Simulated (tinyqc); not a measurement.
KAI against NLS in time: switching kinetics of a ferroelectric film and the memory window of a ferroelectric gate stack. Computed by tinyqc, a small Python program. Command: `OMP_NUM_THREADS=1 python tinyqc.py 3005098 3005099 out.jsonl feswitch walk`. One thread of a shared host (Intel(R) Xeon(R) Processor @ 2.30GHz), about 0.01 s of CPU time with the checks.

Fields in MV/cm; 1 microcoulomb/cm^2 over eps_0 is 11.29409 MV/cm. In the stack (metal, ferroelectric, interlayer, channel) the channel is taken as a conductor.

Inputs (values chosen for the exercise, for a model hafnia-based film): dimension n = 2; half width w of log10 t = 0.75.

Method. KAI: 1 - exp[-(t/t1)^n]. NLS: the same kernel averaged over the Lorentzian F = (1/pi) w/[(z - log10 t1)^2 + w^2] in z = log10 tau.

Switched share:
```
log10(t/t1)     KAI      NLS
-3.0         0.0000  0.08203
-2.0         0.0001  0.12374
-1.0         0.0100  0.23550
-0.5         0.0952  0.36208
-0.2         0.3284  0.46834
0.0          0.6321  0.54497
0.2          0.9189  0.61833
0.5          1.0000  0.71006
1.0          1.0000  0.80725
2.0          1.0000  0.89061
3.0          1.0000  0.92452
```

What follows from these numbers?

KAI goes from 10 to 90 % within 0.67 decades of time; a Lorentzian of this width needs about 2 w tan(0.4 pi) = 4.6 decades. Three decades after t1, 7.5 % of the NLS film has not switched, and three decades before it 8.2 % already has: the tails set write margins and disturb errors.
